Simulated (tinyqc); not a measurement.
Self-consistent Fermi level with native defects, at growth and after a quench. From E_F at growth back to dopant density N_X. Computed by tinyqc, a small Python program. Command: `OMP_NUM_THREADS=1 python tinyqc.py 3017669 3017670 out.jsonl scfermi inv`. One thread of a shared host (Intel(R) Xeon(R) Processor @ 2.30GHz), about 0.08 s of CPU time with the checks.

Energies are counted from the top of the valence band (VBM); when the gap shrinks with temperature the conduction band moves and the levels stay. The added dopant is taken as fully ionised. D and A draw on one reservoir with opposite signs, as the two vacancies of a compound do.

Inputs (values chosen for the exercise, with bands modelled on ZnO):

| quantity | value | unit |
|---|---|---|
| gap E_g at 300 K | 3.33 | eV |
| slope -dE_g/dT above 300 K | 0.00047 | eV/K |
| electron mass m_e | 0.28 | m_0 |
| valleys M_c | 1 | - |
| hole mass m_h | 0.827 | m_0 |
| E_f of the neutral native donor D | 2.237 | eV |
| E_f of the neutral native acceptor A | 3.162 | eV |
| shift s of the chemical potential | 0.22 | eV |
| site density N_s | 4.9e+22 | cm^-3 |
| growth temperature T_g | 1350 | K |

Added shallow dopant: donor.

levels of D above the VBM, most positive state first (eV): 2.03  2.45  2.48

levels of A above the VBM, (0/-1) first (eV): 0.807  1.61

Constants: m_0 = 9.1093837015e-31 kg; k_B = 1.380649e-23 J/K; h = 6.62607015e-34 J s; k_B = 8.617333262e-05 eV/K.

Method:
- E_f(D, 0) = input + s and E_f(A, 0) = input - s; E_f(q, E_F = 0) follows from the levels, eps(q/q-1) = E_f(q - 1) - E_f(q) at E_F = 0.
- E_g(T) = E_g - slope x max(0, T - 300 K).
- N_c = 2 M_c (2 pi m_e k_B T/h^2)^(3/2) and N_v = 2 (2 pi m_h k_B T/h^2)^(3/2), masses in units of m_0.
- At growth T = T_g.
- n = N_c F_1/2((E_F - E_g)/k_B T), p = N_v F_1/2(-E_F/k_B T).
- F_1/2(eta) = (2/sqrt(pi)) int_0^infinity sqrt(x)/(1 + exp(x - eta)) dx, by the trapezoid rule in t = sqrt(x) with step 0.02 up to t = 12 (for eta < -12 by exp(eta) - exp(2 eta)/2^(3/2)).
- In equilibrium c_q = N_s exp(-(E_f(q, 0) + q E_F)/k_B T).
- Net charge = p - n + sum q c_q + N_X; the log ratio is ln(positive charge/negative charge).
- E_F is the root of the log ratio, by 50 bisections between -0.5 eV and E_g + 0.5 eV.

Task: A run gave the result below. Find the dopant density N_X, known to lie between 3.2e+17 and 1.1e+18 cm^-3.

E_F at growth = 2.010022 eV

Result:

Each step takes the trial c = (a f_b - b f_a)/(f_b - f_a), f being the result less the target and a, b, c the logarithms of the listed values; c replaces end b, the old b replaces a if the sign of f changed, and otherwise f_a is halved.

Scan of the range:

| dopant density N_X (cm^-3) | E_F at growth (eV) |
|---|---|
| 3.20e+17 | 2.00099 |
| 3.93e+17 | 2.00364 |
| 4.83e+17 | 2.00690 |
| 5.93e+17 | 2.01088 |
| 7.29e+17 | 2.01575 |
| 8.95e+17 | 2.02157 |
| 1.10e+18 | 2.02848 |

False position (Illinois rule, in the logarithm of the input) inside the bracket:

| step | end a | end b | trial | E_F at growth (eV) |
|---|---|---|---|---|
| 1 | 4.83000e+17 | 5.93000e+17 | 5.67301e+17 | 2.00995 |
| 2 | 5.93000e+17 | 5.67301e+17 | 5.69154e+17 | 2.01002 |
| 3 | 5.93000e+17 | 5.69154e+17 | 5.69226e+17 | 2.01002 |
| 4 | 5.69154e+17 | 5.69226e+17 | 5.69191e+17 | 2.01002 |

E_F at growth rises at every point of a 13-point scan of the range (every second point is shown), so one value fits; it is bracketed by 4.83e17 and 5.93e17. Answer: dopant density N_X = 5.692e17 cm^-3.
